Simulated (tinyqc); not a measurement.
From results back to parameters: Koster-Slater impurity in an sp3s* host.

Problem. In the Koster-Slater model a defect shifts the s level of its site by Vs and the p levels by Vp; an A1 level solves 1/Vs = G_s(E) and a T2 level 1/Vp = G_p(E), E from the top of the valence band. A defect has an A1 level at E = 0.5808 eV, one of the energies of the table, and a T2 level at 0.9679 eV.

G(E) of the host (1/eV):

| E (eV) | G_s | G_p |
|---|---|---|
| 0.0000 | -0.0977143 | -0.0062087 |
| 0.1936 | -0.1168433 | -0.0363881 |
| 0.3872 | -0.1390013 | -0.0602508 |
| 0.5808 | -0.1654523 | -0.0827872 |
| 0.7743 | -0.1981187 | -0.1061854 |
| 0.9679 | -0.2401772 | -0.1324265 |
| 1.1615 | -0.2974324 | -0.1643132 |
| 1.3551 | -0.3821734 | -0.2071506 |
| 1.5487 | -0.5282490 | -0.2743152 |

Find: Vs, Vp.

Solution. Read G_s and G_p at the two energies and invert them. Vs is attractive and pulls its level down from the conduction bands. Vp is attractive and pulls its level down from the conduction bands.

Vs, Vp (eV): -6.0  -7.6

tinyqc: `OMP_NUM_THREADS=1 python tinyqc.py 1450329 1450330 out.jsonl`; about 0.04 s, one thread, shared Intel(R) Xeon(R) Processor @ 2.30GHz.
